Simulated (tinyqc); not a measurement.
# ESD clamp with bipolar snapback, compact model and design window, step by step

Numbers from tinyqc (`OMP_NUM_THREADS=1 python tinyqc.py 2670130 2670131 out.jsonl`; about 0.02 s on one thread of a shared Intel Xeon 2.30GHz). Printed values are rounded.

The drain junction multiplies the current that enters it: Igen = (M - 1)(Ic + I0), M = 1/(1 - (Vj/BV)^n). The generated holes leave through the substrate resistance and the base of the parasitic npn: Igen = Vb/Rb + Ic/be, Ic = Is exp(Vb/Vt). Terminal current I = Ic + I0 + Igen and voltage V = Vj + I Ro, per width. Isothermal, constant gain.

Parameters, values chosen for the exercise; values close to those of grounded-gate n-channel clamps: temperature T = 300 K; junction breakdown voltage BV = 8.3 V; exponent of the multiplication n = 3.1; current gain of the parasitic npn be = 4.6; saturation current Is = 1.9e-17 A/um; junction leakage I0 = 2.2e-11 A/um; substrate resistance Rb = 53000 ohm um; drain ballast and contact resistance Ro = 250 ohm um; failure current for 100 ns It2 = 11.6 mA/um; finger width Wf = 50 um; number of fingers Nf = 10; human-body-model level Lv = 2 kV; oxide breakdown voltage for 100 ns Vox = 13.7 V; supply voltage Vdd = 3.3 V.

Constants: q = 1.602176634e-19 C, kB = 1.380649e-23 J/K, Vt = kB T/q. Results are converted to the units shown.

## The snapback curve

Vb, point 0 to 8 (V): 0.05  0.3  0.376  0.436  0.486  0.637  0.779  0.799  0.829

For given Vb: Ic, Igen, M = 1 + Igen/(Ic + I0), Vj = BV (1 - 1/M)^(1/n), I and V.

```
point   Ic (uA/um)          M   Vj (V)  I (uA/um)    V (V)
0      1.31437e-10    42882.4  8.29994   0.943418  8.30017
1       2.08224e-6  2.35045e5  8.29999    5.66040  8.30140
2       3.93800e-5  1.15582e5  8.29998    7.09441  8.30175
3       4.01080e-4    19445.3  8.29986    8.22693  8.30192
4       0.00277456    3280.18  8.29918    9.17321  8.30148
5         0.954734    13.8058  8.10111    13.1812  8.10440
6          231.941    1.28076  5.08692    297.061  5.16119
7          502.762    1.24738  4.92516    627.134  5.08194
8          1604.50    1.22714  4.81676    1968.95  5.30900
```

V peaks at Vt1 = 8.302 V and falls to Vh = 5.082 V: once the npn supplies current, a small M feeds the base. At high current M tends to 1 + 1/be and Vj to BV (1 + be)^(-1/n) = 4.761 V.

## Iteration 1: base voltage at the failure current

Vb at the start = 0.74 V

I(Vb) = Ic (1 + 1/be) + I0 + Vb/Rb, I' = Ic (1 + 1/be)/Vt + 1/Rb; Newton steps on ln I: Vb(new) = Vb - ln(I/It2) I/I'. V follows from the introduction.

I = 0.0764273 mA/um
V = 5.81579 V
I' = 2.43512 mS/um
Vb after iteration 1 = 0.897631 V

## Iteration 2: base voltage at the failure current

As before.

I = 27.7959 mA/um
V = 11.7146 V
I' = 1074.56 mS/um
Vb after iteration 2 = 0.875026 V

## Course of the iteration: base voltage at the failure current

Stop when Vb changes by less than 1e-10 V, or after 20 iterations. Vb must stay between 0 and 8 V.

Course of the iteration:
```
iteration    Vb (V)  |change| (V)
1          0.897631         0.158
2          0.875026        0.0226
3          0.875018       7.69e-6
4          0.875018      1.53e-12
```

Converged in 4 iterations. At the end the number of correct digits about doubles with each step.

## Design window and human-body level

Vt1 = 8.30192 V
Vh = 5.08192 V
Vt2 = 7.67135 V

Human-body model: 100 pF through 1500 ohm, peak current about (level - Vt2)/1500 ohm, decay time 150 ns. All fingers turn on before the first fails if Vt2 > Vt1; then the clamp carries Nf Wf It2, otherwise in the worst case Wf It2. Margins: Vh - 1.1 Vdd against latching in operation, Vox - max(Vt1, Vt2) for the protected oxide.

peak current = 1.32822 A
current the clamp carries = 0.58 A
level it withstands = 0.877671 kV
holding margin = 1.45192 V
oxide margin = 5.39808 V

Uniform turn-on is not assured; the clamp fails the level. Both margins are positive.
